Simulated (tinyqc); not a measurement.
Stretching all distances: RHF, UHF, MP2, CISD and CCSD against full CI in the sto-6g basis, for H3+, spin multiplicity 1. Computed by the program tinyqc with PySCF. All coordinates are multiplied by the scale. c0^2 is the weight of the RHF determinant in the lowest singlet FCI state (UHF is spin-contaminated and may lie near states of higher spin) and n(LUMO) the first natural occupation beyond the occupied space.

Geometry (angstrom):
```
atom       x       y        z
H     0.0000  0.0000   0.0000
H     0.0000  0.0000   0.7640
H     0.0000  0.7520  -0.1360
```

Full CI energy (hartree) and errors against it (kcal/mol):
```
scale   distance 1-2 (angstrom)     E(FCI)      RHF      UHF      MP2    CISD    CCSD  <S^2> UHF    c0^2  n(LUMO)
0.8800                   0.6723  -1.193273  13.3348  13.3348   3.8657  0.0000  0.0000     0.0000  0.9880   0.0183
1.2300                   0.9397  -1.260683  19.0362  19.0362   5.9509  0.0000  0.0000     0.0000  0.9756   0.0372
1.5700                   1.1995  -1.210008  26.9449  26.8913   8.6190  0.0000  0.0000     0.0444  0.9541   0.0676
1.9200                   1.4669  -1.136952  38.4015  26.7914  11.9909  0.0000  0.0000     0.5451  0.9171   0.1162
2.6000                   1.9864  -1.027774  69.1900  15.1318  15.8916  0.0000  0.0000     0.8947  0.8063   0.2562
2.9500                   2.2538  -0.995521  85.6440  10.3156  12.0326  0.0000  0.0000     0.9636  0.7511   0.3280
```

Estimate the missing row, scale = 2.26.

Computed row:
```
scale   distance 1-2 (angstrom)     E(FCI)      RHF      UHF      MP2    CISD    CCSD  <S^2> UHF    c0^2  n(LUMO)
2.2600                   1.7266  -1.074318  52.8457  20.7677  15.0473  0.0000  0.0000     0.7800  0.8655   0.1815
```

UHF parts from RHF first at scale 1.57 of those listed, where <S^2> leaves zero. The weight c0^2 goes from 0.99 to 0.75 and n(LUMO) from 0.02 to 0.33: static correlation grows as the bonds break into open-shell fragments. The spread of the error along the curve, which distorts its shape, is CISD 0.0, CCSD 0.0, MP2 12.0, UHF 16.6, RHF 72.3 kcal/mol. With two electrons CISD and CCSD are exact.
